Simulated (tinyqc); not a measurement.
From results back to parameters: Gamma, L and X subbands of a thin body with non-parabolic valleys. Two cases, with inputs chosen for the exercise.

Problem. Hard walls; each subband edge rises by e with e (1 + a e) = c (pi/t)^2/m_z, c = hbar^2/2m0. The thickness at which the Gamma and L edges cross was computed from a hidden bulk separation EL.

Constants: hbar^2/2m0 = 3.80998211 eV angstrom^2.

Find: rise of Gamma; rise of L; EL.

Method. At the crossing the rise of Gamma equals EL plus the rise of L.

Case 1.

Values chosen (near those of a thin GaSb channel; shifted at random, so the results belong to these values and not to a real crystal): mG = 0.0387 m0 (Gamma mass); aG = 1.13 1/eV (Gamma non-parabolicity); mzL = 0.1443 m0 (confinement mass of the lowest L group); aS = 0.59 1/eV (non-parabolicity of L and X).

crossing thickness = 100.611 angstrom

Solution.

rise of Gamma = 0.087 eV
rise of L = 0.025 eV
EL = 0.062 eV

Case 2.

Values chosen (near those of a thin GaAs channel; shifted at random, so the results belong to these values and not to a real crystal): mG = 0.0675 m0 (Gamma mass); aG = 0.58 1/eV (Gamma non-parabolicity); mzL = 1.889 m0 (confinement mass of the lowest L group); aS = 0.36 1/eV (non-parabolicity of L and X).

crossing thickness = 36.060 angstrom

Solution.

rise of Gamma = 0.355 eV
rise of L = 0.015 eV
EL = 0.340 eV

Computed by tinyqc, one run a case: `OMP_NUM_THREADS=1 python tinyqc.py N N+1 out.jsonl` with N = 1252247, 1252258; one thread of a shared Intel(R) Xeon(R) Processor @ 2.30GHz, about 0.05 s a run at most.
